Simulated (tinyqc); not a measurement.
# Worked calculation: front-illuminated p-i-n photodiode, quantum efficiency and bandwidth

tinyqc, about 0.01 s, one thread, Intel Xeon 2.30GHz (shared host): `OMP_NUM_THREADS=1 python tinyqc.py 2250040 2250041 out.jsonl` Printed values are rounded.

Light enters through a p layer (0 to xp), a depleted layer (xp to xp + wi) and a thick n substrate, decaying as exp(-al x); one pass, no back reflection. Carriers made in the depleted layer are all collected; those in the neutral layers diffuse.

Inputs (values chosen for the exercise); values close to those of silicon at this wavelength:
- lam = 850 nm (wavelength)
- al = 554 1/cm (absorption coefficient)
- Rf = 0.05 (reflectance of the front face)
- eps_r = 11.5 (relative permittivity)
- xp = 0.12 um (thickness of the front p layer)
- wi = 6.5 um (thickness of the depleted layer)
- Dn = 9.6 cm^2/s (electron diffusion coefficient in the p layer)
- Ln = 0.43 um (electron diffusion length in the p layer)
- S = 1e6 cm/s (recombination velocity of the front surface)
- Lp = 15 um (hole diffusion length in the thick n substrate)
- ve = 9.77e6 cm/s (electron drift velocity)
- vh = 6.82e6 cm/s (hole drift velocity)
- dia = 28 um (diameter)
- RL = 50 ohm (load resistance)
- Cp = 80 fF (parasitic capacitance)
- f = 4.9 GHz (modulation frequency)

Constants: q = 1.602176634e-19 C, h = 6.62607015e-34 J s, c = 299792458 m/s, eps0 = 8.8541878128e-14 F/cm where lengths are in cm. Results are converted to the units shown.

## Quantum efficiency

k = al Ln, s = S Ln/Dn, e = exp(-al xp); front layer f1 = (k/(k^2 - 1)) {[s + k - e (s cosh(xp/Ln) + sinh(xp/Ln))]/[s sinh(xp/Ln) + cosh(xp/Ln)] - k e}; depleted layer f2 = e (1 - exp(-al wi)); substrate f3 = e exp(-al wi) al Lp/(1 + al Lp); external efficiency (1 - Rf)(f1 + f2 + f3); responsivity = efficiency q lam/(h c).

s = 4.479167
f1 = 0.004717310
f2 = 0.3003898
f3 = 0.3145112
external efficiency = 0.5886373
responsivity = 0.4035528 A/W

The front layer absorbs 0.663 % of the light that enters and collects 71.2 % of that. Diffusion from the neutral layers makes up 51.5 % of the current.

## Response at one frequency

Drift response for pairs made in the depleted layer, a = al wi, g = 1 - exp(-a), u = 2 pi i f, te = wi/ve, th = wi/vh: electrons He = [g - a (exp(-a) - exp(-u te))/(u te - a)]/(u te g), holes Hh = [g - a (1 - exp(-a - u th))/(a + u th)]/(u th g); C = eps0 eps_r pi (dia/2)^2/wi + Cp; total |He + Hh|/sqrt(1 + (2 pi f RL C)^2), for the current of the depleted layer alone.

te = 66.53019 ps
th = 95.30792 ps
He = 0.3615849-0.2996933i
Hh = 0.2268700-0.2930977i
|He + Hh| = 0.8352726
C = 89.64582 fF
total response = 0.8274311

The drift response alone falls to 1/sqrt(2) at 6.82 GHz and the RC term alone at 35.5 GHz; together they give 6.64 GHz.
